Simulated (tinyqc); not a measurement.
Changing the temperature T: Debye-Callaway model of lattice thermal conductivity. Computed by tinyqc, a small Python program. Command: `OMP_NUM_THREADS=1 python tinyqc.py 3001924 3001925 out.jsonl callaway sweep`. One thread of a shared host (Intel(R) Xeon(R) Processor @ 2.30GHz), about 0.04 s of CPU time with the checks.

Three acoustic branches with one velocity v, cut at omega_D = k_B Theta/hbar; x = hbar omega/(k_B T). v and Theta are separate inputs: Theta cuts off the heat-carrying modes, so C need not reach 3 k_B/V. gamma is an effective value that sets the umklapp rate. Heat flows along the film.

Inputs (values chosen for the exercise, modelled on gallium nitride):
```
quantity                                value        unit
sound velocity v                         5090         m/s
Debye temperature Theta                   633           K
volume per atom V                        11.4  angstrom^3
mean atomic mass M                       41.9           u
effective Grueneisen parameter gamma     1.75           -
umklapp exponent divisor b                2.5           -
mass variance Gamma                   0.00032           -
film thickness t                          3.1  micrometre
specularity p                             0.4           -
```

Sample: film. Point defects: isotopes. Normal processes: left out.

Constants: k_B = 1.380649e-23 J/K; hbar = 1.054571817e-34 J s; u = 1.6605390666e-27 kg.

Method:
- Gamma is given directly by the isotope mixture. A = V Gamma/(4 pi v^3).
- Rates: point defects A omega^4; umklapp B omega^2 T exp(-Theta/(b T)) with B = hbar gamma^2/(M v^2 Theta). Film: the bulk time tau of each mode, from the resistive rates above, is multiplied by the Fuchs-Sondheimer factor F = (3/2) int_0^1 (1 - u^2) [1 - (1 - p) (u/d) (1 - E)/(1 - p E)] du, with E = exp(-d/u), d = t/(v tau), by 48 Gauss-Legendre points in z with u = z^4; the boundary rate is defined as 1/(F tau) - 1/tau.
- kappa_1 = c int tau_C g dx, g = x^4 e^x/(e^x - 1)^2, c = (k_B/(2 pi^2 v)) (k_B T/hbar)^3, over 0 < x < min(Theta/T, 40), by 96 Gauss-Legendre points in s with x = x_max s^2; tau_C = tau_R, the inverse of the summed rates, and kappa = kappa_1.
- Heat capacity C = 3 c int g dx / v^2; grey free path 3 kappa/(C v); the median free path v tau_C halves kappa_1 when the quadrature points are ordered by free path (each counted at half its weight, interpolated in the logarithm); likewise at 10 % and 90 %.

One run for each value:
```
temperature T (K)  kappa (W/(m K))  heat capacity C (J/(m^3 K))  grey free path (nm)  median free path (nm)
11                              65                    1.234e+03            3.097e+04              3.365e+04
17                             169                    4.557e+03            2.188e+04              2.572e+04
26                             383                    1.630e+04            1.384e+04              1.893e+04
41                             759                    6.389e+04            7.000e+03              1.273e+04
64                            1057                    2.361e+05            2.638e+03              6.803e+03
100                            910                    7.187e+05            7.462e+02              2.212e+03
160                            544                    1.538e+06            2.082e+02              4.856e+02
250                            298                    2.236e+06            7.850e+01              1.390e+02
390                            162                    2.656e+06            3.586e+01              5.439e+01
610                             90                    2.862e+06            1.847e+01              2.606e+01
950                             52                    2.953e+06            1.037e+01              1.416e+01
```

What does the table show, and why?

Over the rows, kappa (W/(m K)) goes from 64.9 through a maximum among these rows, 1060 at 64.0, to 51.9; heat capacity C (J/(m^3 K)) rises from 1230 to 2.95e6 (exponent d ln y / d ln x 3.0 between the first rows and 0.070 between the last); grey free path (nm) falls from 31000 to 10.4 (exponent d ln y / d ln x -0.80 between the first rows and -1.3 between the last). At the low end the exponent of heat capacity C is 3.00, close to 3: the Debye T^3 law.

Extremes, crossings and ranges named in words are read from the listed rows.
